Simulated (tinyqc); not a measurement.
Field, mass and barrier from the scaled variables.

Problem. A barrier edge falls as U0 - F x over a width d with F = V/d. With e = (C F^2/m1)^(1/3), C = hbar^2/(2 m0), the Airy arguments at its edges are z1 = (U0 - E)/e and z2 = (U0 - V - E)/e. Find e, m1 and U0.

Parameters, values chosen for the exercise:
- E = 0.297 eV (electron energy)
- d = 3 nm (barrier width)
- V = 0.13 V (voltage across the barrier)

Constants: q = 1.602176634e-19 C, hbar = 1.054571817e-34 J s, m0 = 9.1093837015e-31 kg, hbar^2/(2 m0) = 0.0380998212 eV nm^2. Results are converted to the units shown.

z1 and z2: [4.7174594, 2.6934669]

Answer. z1 - z2 = V/e gives e, its definition gives m1, and U0 = E + z1 e.

e = 0.06423 eV
m1 = 0.2700 m0
U0 = 0.6000 eV

Program tinyqc, `OMP_NUM_THREADS=1 python tinyqc.py 2580104 2580105 out.jsonl`; Intel Xeon 2.30GHz, shared host, one thread, about 0.01 s.
